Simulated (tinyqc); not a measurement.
Worked calculation: Pariser-Parr-Pople SCF with singles CI, for the molecule c1cnc2occc2c1 (SMILES; centres numbered as the heavy atoms are written). Computed by tinyqc, a small Python program that keeps every step. Settings: charge = 0, gamma = Ohno, start = core, damping = 0.3, iteration cap = 70, excitations kept = 6. Command: `OMP_NUM_THREADS=1 python tinyqc.py 21850 21851 out.jsonl` (the two numbers bound the seeds that draw the settings). One thread of a shared host (Intel(R) Xeon(R) Processor @ 2.60GHz), about 0.02 s of CPU time with the checks. Later iterations appear only in the table of the cycle.

## PPP integrals

Centres (angstrom, eV; a flat drawing with bonds scaled to 1.40 angstrom):
```
centre,x,y,core charge z,W,gamma_rr
1C,2.152000,-0.700000,1,11.160000,11.130000
2C,2.152000,0.700000,1,11.160000,11.130000
3N,0.939000,1.400000,1,14.100000,12.300000
4C,-0.273000,0.700000,1,11.160000,11.130000
5O,-1.605000,1.133000,2,33.000000,21.500000
6C,-2.427000,0.000000,1,11.160000,11.130000
7C,-1.605000,-1.133000,1,11.160000,11.130000
8C,-0.273000,-0.700000,1,11.160000,11.130000
9C,0.939000,-1.400000,1,11.160000,11.130000
```

Resonance integrals (eV):
```
i,j,beta
1,2,-2.390000
2,3,-2.510000
3,4,-2.510000
4,5,-2.240000
5,6,-2.240000
6,7,-2.390000
7,8,-2.390000
8,9,-2.390000
9,1,-2.390000
8,4,-2.390000
```

Ohno: gamma = 14.399645/sqrt(R^2 + a^2), a = 2 x 14.399645/(gamma_rr + gamma_ss); H_rr = -W_r - sum_(s != r) z_s gamma_rs; H_rs = beta for bonds.

repulsion gamma_rs (eV), lower triangle:
```
,1C,2C,3N,4C,5O,6C,7C,8C,9C
1C,11.130000
2C,7.553862,11.130000
3N,5.296203,7.727673,12.300000
4C,4.668310,5.239019,7.730373,11.130000
5O,3.370340,3.707910,5.340821,8.698035,21.500000
6C,2.994014,2.994014,3.742909,5.520570,8.701751,11.130000
7C,3.602572,3.290647,3.794789,5.518787,5.921348,7.554514,11.130000
8C,5.239019,4.668310,5.297072,7.553862,5.921670,5.520570,7.552082,11.130000
9C,7.552439,5.238761,4.708976,5.239602,3.895068,3.722468,5.023351,7.554960,11.130000
```

core matrix H (eV), lower triangle:
```
,1C,2C,3N,4C,5O,6C,7C,8C,9C
1C,-54.807099
2C,-2.390000,-55.288107
3N,0.000000,-2.510000,-63.079637
4C,0.000000,0.000000,-2.510000,-70.026593
5O,0.000000,0.000000,0.000000,-2.240000,-78.556943
6C,0.000000,0.000000,0.000000,0.000000,-2.240000,-60.612559
7C,0.000000,0.000000,0.000000,0.000000,0.000000,-2.390000,-59.339438
8C,0.000000,0.000000,0.000000,-2.390000,0.000000,0.000000,-2.390000,-66.389215
9C,-2.390000,0.000000,0.000000,0.000000,0.000000,0.000000,0.000000,-2.390000,-57.990693
```

## Starting guess

pi electrons, sum of z_r less the charge = 10

Orbitals of the core matrix H.

P at the start, lower triangle:
```
,1C,2C,3N,4C,5O,6C,7C,8C,9C
1C,0.047664
2C,0.084325,0.215019
3N,0.206624,0.597985,1.761105
4C,-0.097587,-0.113431,0.061910,1.973708
5O,0.024449,0.015034,-0.011124,0.003420,1.991587
6C,-0.098801,-0.029123,0.035633,-0.000100,0.074961,1.294540
7C,-0.039591,-0.010590,0.016519,-0.042345,-0.090579,0.906934,0.749898
8C,0.126584,0.024831,-0.065375,0.061985,0.007039,-0.146424,0.318781,1.757580
9C,0.076022,0.066615,0.103275,-0.141506,0.043855,-0.227547,-0.036706,0.527451,0.208899
```

## Iteration 1: Fock matrix

F_rr = H_rr + P_rr gamma_rr / 2 + sum_(s != r) P_ss gamma_rs; F_rs = H_rs - P_rs gamma_rs / 2; E = tr P (H + F) / 2 + core repulsion sum_(r<s) z_r z_s gamma_rs.

F (eV), lower triangle:
```
,1C,2C,3N,4C,5O,6C,7C,8C,9C
1C,-10.301125
2C,-2.708489,-6.754492
3N,-0.547160,-4.820518,-6.455821
4C,0.227784,0.297134,-2.749292,-1.100826
5O,-0.041200,-0.027873,0.029707,-2.254874,-2.689686
6C,0.147905,0.043597,-0.066685,0.000276,-2.566145,-1.658451
7C,0.071314,0.017423,-0.031342,0.116846,0.268175,-5.815724,-0.816234
8C,-0.331589,-0.057958,0.173147,-2.624114,-0.020841,0.404173,-3.593731,-4.935343
9C,-2.677076,-0.174490,-0.243160,0.370718,-0.085409,0.423518,0.092192,-4.382436,-7.085613
```

pi energy = -129.333977 eV

## Iteration 1: orbitals and new P

Diagonalise F (the basis is taken as orthonormal) and form P = 2 sum c c over the lowest orbitals; 0.3 of the old P is kept.

orbital energies (eV): -14.390723  -11.096731  -9.442724  -7.166553  -4.251225  -2.679271  -1.580177  2.870243  5.939570

P after iteration 1, lower triangle:
```
,1C,2C,3N,4C,5O,6C,7C,8C,9C
1C,1.307020
2C,0.185147,0.883705
3N,-0.052294,0.742487,1.331394
4C,-0.087053,-0.186196,0.356564,1.152413
5O,0.190861,-0.289501,0.128690,0.530434,1.302098
6C,0.033631,0.043475,-0.060415,-0.019802,0.236091,1.068170
7C,-0.070611,0.129707,-0.081231,-0.150868,-0.048199,0.877440,0.889664
8C,-0.102659,-0.038402,0.040311,0.185728,0.010504,0.039877,0.367756,1.201681
9C,0.212065,-0.012932,-0.007766,0.003014,-0.148125,-0.309732,-0.024265,0.753884,0.863854
```

## Iteration 2: Fock matrix

As before.

F (eV), lower triangle:
```
,1C,2C,3N,4C,5O,6C,7C,8C,9C
1C,-4.815445
2C,-3.089289,-3.082048
3N,0.138480,-5.378849,-7.470068
4C,0.203196,0.487743,-3.888187,-6.853863
5O,-0.321632,0.536722,-0.343656,-4.546866,-14.699430
6C,-0.050346,-0.065082,0.113063,0.054658,-3.267205,-8.862722
7C,0.127190,-0.213410,0.154128,0.416305,0.142700,-5.704315,-6.165262
8C,0.268916,0.089636,-0.106765,-3.091481,-0.031099,-0.110072,-3.778663,-6.118584
9C,-3.190805,0.033875,0.018285,-0.007895,0.288478,0.576483,0.060945,-5.237780,-3.779207
```

pi energy = -142.157298 eV

## Iteration 2: orbitals and new P

As before.

orbital energies (eV): -18.603928  -13.479926  -12.891045  -10.311418  -7.775681  -2.315792  -1.202188  1.327139  3.406211

P after iteration 2, lower triangle:
```
,1C,2C,3N,4C,5O,6C,7C,8C,9C
1C,1.195308
2C,0.452992,0.791433
3N,-0.025806,0.732361,1.311840
4C,-0.329130,-0.108300,0.497224,1.007316
5O,0.216348,-0.168767,-0.064088,0.463080,1.620207
6C,0.026435,0.108795,-0.011166,-0.169919,0.276269,1.173664
7C,-0.115534,0.041596,-0.008413,-0.071825,-0.162446,0.863581,0.895040
8C,-0.053900,-0.153387,-0.016746,0.404407,-0.098999,-0.042191,0.412872,1.162951
9C,0.504588,0.054446,-0.147546,0.010652,-0.037022,-0.249749,0.026106,0.707339,0.842242
```

## Convergence

Stop when output and input P, before any damping, agree to 1e-7.

Course of the cycle:
```
iteration,E (eV),largest |P(out) - P(in)|
1,-129.33397742,1.80e+00
2,-142.15729813,4.54e-01
3,-151.31632572,1.65e-01
4,-154.75688792,6.75e-02
5,-155.94650194,3.60e-02
6,-156.34722616,2.27e-02
7,-156.48172869,1.43e-02
8,-156.52732324,9.11e-03
9,-156.54313350,5.92e-03
10,-156.54882489,3.92e-03
11,-156.55098658,2.68e-03
...,...,...
37,-156.55262422,1.68e-06
38,-156.55262422,1.26e-06
39,-156.55262422,9.50e-07
40,-156.55262422,7.15e-07
41,-156.55262422,5.38e-07
42,-156.55262422,4.05e-07
43,-156.55262422,3.05e-07
44,-156.55262422,2.30e-07
45,-156.55262422,1.73e-07
46,-156.55262422,1.30e-07
47,-156.55262422,9.95e-08
```

Converged in 47 iterations.

## Converged orbitals

Charges are z - P_rr.

orbital energies (eV): -16.782767  -14.332448  -12.828871  -11.011590  -10.353666  -0.746292  0.427755  1.605580  3.665961

coefficients:
```
,MO1,MO2,MO3,MO4,MO5,MO6,MO7,MO8,MO9
1C,0.105911,0.394873,0.169772,0.587840,0.015719,-0.175948,0.486151,0.235068,0.368342
2C,0.144862,0.425080,-0.194178,0.256222,0.324011,-0.435821,-0.321799,-0.420917,-0.345425
3N,0.293913,0.461356,-0.446284,-0.282528,0.279775,0.410406,-0.146788,0.272854,0.281197
4C,0.447726,0.133479,-0.161833,-0.347361,-0.321674,-0.110164,0.593349,-0.112452,-0.393136
5O,0.651453,-0.458615,-0.236549,0.349272,-0.214186,-0.109043,-0.294980,0.189573,0.081350
6C,0.330467,-0.285199,0.236603,0.081221,0.543255,0.377605,0.261201,-0.482123,0.092173
7C,0.214568,-0.046411,0.463033,-0.247868,0.448635,-0.281459,-0.053296,0.564021,-0.272977
8C,0.283503,0.210665,0.461849,-0.355551,-0.278085,-0.225640,-0.265550,-0.302835,0.495030
9C,0.144711,0.307436,0.410454,0.268085,-0.305641,0.560290,-0.240619,0.047630,-0.420348
```

pi charges: 1C -0.083534, 2C 0.179968, 3N -0.312998, 4C 0.062801, 5O 0.282918, 6C -0.096500, 7C -0.050609, 8C -0.083613, 9C 0.101567

## Singles CI, singlets

Over the 6 single excitations with the smallest orbital gaps: A = (e_a - e_i) delta + 2 (ia|jb) - (ij|ab), with (pq|rs) = sum c_mp c_mq gamma_mn c_nr c_ns. f = 2/3 w |mu|^2 in atomic units, mu = sqrt2 sum c_ia sum_m c_mi c_ma R_m.

singlet CI matrix (eV), lower triangle:
```
,5>6,4>6,5>7,4>7,5>8,3>6
5>6,5.320700
4>6,-0.100713,5.574180
5>7,-0.006384,0.750103,5.993951
4>7,-0.864733,0.157881,-0.078129,6.628242
5>8,0.078549,0.385478,0.228102,0.055802,7.101355
3>6,0.047463,0.056441,0.050657,0.462276,0.332384,7.049207
```

singlet excitation energies (eV): 4.857263  4.972927  6.315682  6.655439  7.167760  7.698563

oscillator strengths: 0.192066  0.072621  0.667502  0.294521  0.816613  0.852041

## Singles CI, triplets

Over the 6 single excitations with the smallest orbital gaps: A = (e_a - e_i) delta - (ij|ab), with (pq|rs) = sum c_mp c_mq gamma_mn c_nr c_ns.

triplet CI matrix (eV), lower triangle:
```
,5>6,4>6,5>7,4>7,5>8,3>6
5>6,3.836796
4>6,-0.026371,4.179898
5>7,-0.254940,-0.010972,4.857918
4>7,-0.010972,0.260881,-0.183703,4.819637
5>8,0.558792,-0.216684,0.517283,-0.159454,5.567365
3>6,0.520688,-0.186133,-0.409969,0.331422,1.047456,5.942002
```

triplet excitation energies (eV): 3.543546  4.036773  4.189997  4.773847  5.623853  7.035598
